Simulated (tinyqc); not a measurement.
Donor binding, ionisation and the Mott limit: Freeze-out.

Hydrogenic donor: Ry = (m0 q^3/(8 eps0^2 h^2)) me/eps_r^2 in eV, E0 = cc Ry, radius a = q/(8 pi eps0 eps_r E0), Mott density Nm = (0.26/a)^3. Below Nm the level sinks as Ed = E0 [1 - (N/Nm)^(1/3)]. Neutrality: Nc F12(eta) = N/(1 + 2 exp(eta + Ed/kB T)), F12(x) = (2/sqrt(pi)) int_0^infinity sqrt(u)/(1 + exp(u - x)) du.

Nc is given at 77 K and scales as T^1.5.

Values chosen for this exercise; band and dielectric values close to those of gallium arsenide:
- eps_r = 13.2 (relative permittivity)
- me = 0.0681 m0 (mass in the hydrogenic formula, set independently of Nc)
- Nc = 5.62e16 cm^-3 (conduction-band density of states at 77 K)
- cc = 2 (ratio of the true binding energy to the hydrogenic one)
- N = 1.3e15 cm^-3 (donor density)

Constants: q = 1.602176634e-19 C, kB = 1.380649e-23 J/K, eps0 = 8.8541878128e-12 F/m, h = 6.62607015e-34 J s, m0 = 9.1093837015e-31 kg, Vt = kB T/q. Results are converted to the units shown.

Result of one run:
```
eta,n (cm^-3),ionised (%),ln(n/T^0.75)
-4.357,1.224e15,94.18,31.22
```

Which temperature T gave this result: 60, 110, 220, 300 or 400 K?

T = 110 K.

The whole series:
```
T (K),eta,n (cm^-3),ionised (%),ln(n/T^0.75)
30,-3.356,4.709e14,36.23,31.23
45,-3.402,8.264e14,63.57,31.49
60,-3.621,1.025e15,78.81,31.49
80,-3.940,1.150e15,88.45,31.39
110,-4.357,1.224e15,94.18,31.22
150,-4.795,1.260e15,96.94,31.01
220,-5.354,1.281e15,98.55,30.74
300,-5.814,1.289e15,99.18,30.52
400,-6.242,1.294e15,99.51,30.30
```

The ionised share rises from 36.2 to 99.5 %. Between the first two rows ln(n/T^0.75) has the slope -2.00 meV against q/kB T; deep freeze-out without compensation gives -Ed/2 = -4.17 meV, a limit that these rows do not reach, since a large share is already ionised.

Range of the model: A sharp level with degeneracy 2 overstates freeze-out near Nm, where the impurity band broadens and merges with the conduction band.

Computed by the program tinyqc: `OMP_NUM_THREADS=1 python tinyqc.py 2330146 2330147 out.jsonl`, one thread of a shared Intel Xeon 2.30GHz, about 0.01 s for the whole run.
